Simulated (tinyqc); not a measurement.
Pillar capacitor in an array: capacitance, non-linearity, leakage and relaxation: two steps of the calculation.

A film between two metal electrodes, each interface adding a series capacitance ci. The small-signal permittivity is ek (1 + aq E^2); the field is found with the linear permittivity. Leakage J = J0 sinh(E/Ef). After a voltage step the film passes a relaxation current kr C V tt^(-nr), tt being the time in seconds. The sidewall is a coaxial capacitor with radii a = dm/2 and b = dm/2 + t, depth AR dm; the end face is left out.

Inputs (values chosen for the exercise); permittivity of the order of that of strontium titanate:
- ek = 139 (relative permittivity of the film)
- t = 24 nm (film thickness)
- ci = 1000 uF/cm^2 (capacitance of each electrode interface (dead layer and screening))
- aq = -0.068 cm^2/MV^2 (quadratic field coefficient of the permittivity)
- V = 0.9 V (bias)
- J0 = 8.8e-11 A/cm^2 (leakage prefactor)
- Ef = 0.35 MV/cm (field for an e-fold rise of the leakage)
- dm = 110 nm (diameter of the pillar)
- AR = 50 (aspect ratio, depth over diameter)
- pt = 220 nm (pitch of the square array)
- rho = 420 uohm cm (resistivity of the inner electrode)

Constants: eps0 = 8.8541878128e-14 F/cm where lengths are in cm. Results are converted to the units shown.

Task 1. Planar capacitance, field and non-linearity. Planar film: Cf = eps0 ek/t, 1/C = 1/Cf + 2/ci, EOT = 3.9 eps0/C, effective permittivity C t/eps0, E = (V/t) C/Cf; quadratic coefficient [C(V)/C - 1]/V^2 with Cf (1 + aq E^2) in C(V).

Find: Cf; C; EOT; effective permittivity; E; quadratic coefficient; J.

Result 1.

Cf = 5.1281 uF/cm^2
C = 5.0760 uF/cm^2
EOT = 0.68029 nm
effective permittivity = 137.59
E = 0.37119 MV/cm
quadratic coefficient = -11451 ppm/V^2
J = 1.1183e-10 A/cm^2

The interfaces take 1.02 % of the voltage.

Task 2. Cell capacitance, fields and time constant. Per length 1/c = ln(b/a)/(2 pi eps0 ek) + (1/a + 1/b)/(2 pi ci); cell capacitance c AR dm; per footprint over pt^2; fields c V/(2 pi eps0 ek r) at r = a and b; resistance of the inner electrode rho AR dm/(pi a^2); time constant R C/3 of the distributed line.

Wanted: a; b; cell capacitance; capacitance per footprint; field at a; field at b; R; R C/3.

Result 2.

a = 55.000 nm
b = 79.000 nm
cell capacitance = 116.23 fF
capacitance per footprint = 240.15 uF/cm^2
field at a = 0.44720 MV/cm
field at b = 0.31134 MV/cm
R = 2.4307 kohm
R C/3 = 94.177 ps

The array gives 47.3 times the planar capacitance per footprint; curvature makes the field at the inner electrode 1.20 times the planar value.

Program tinyqc, `OMP_NUM_THREADS=1 python tinyqc.py 2102049 2102050 out.jsonl`; Intel Xeon 2.30GHz, shared host, one thread, about 0.01 s.
